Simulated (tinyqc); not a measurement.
# Length offset and series resistance from crossing lines

Inverse problem. R_total = Rs + k (L - dL)/Vo with constant Rs, dL and k. Find k, dL and Rs.

R_total at (L, Vo) = (45, 0.37), (90, 0.37), (45, 0.73) and (90, 0.73), L in nm and Vo in V (ohm um): [617.40541, 1176.8649, 381.97260, 665.53425]

Solution. At each overdrive R is a straight line in L with slope k/Vo; the two lines cross at L = dL, R = Rs.

k = 4.60 ohm um V/nm
dL = 6.60 nm
Rs = 140 ohm um

Numbers from tinyqc (`OMP_NUM_THREADS=1 python tinyqc.py 2282148 2282149 out.jsonl`; about 0.03 s on one thread of a shared Intel Xeon 2.30GHz).
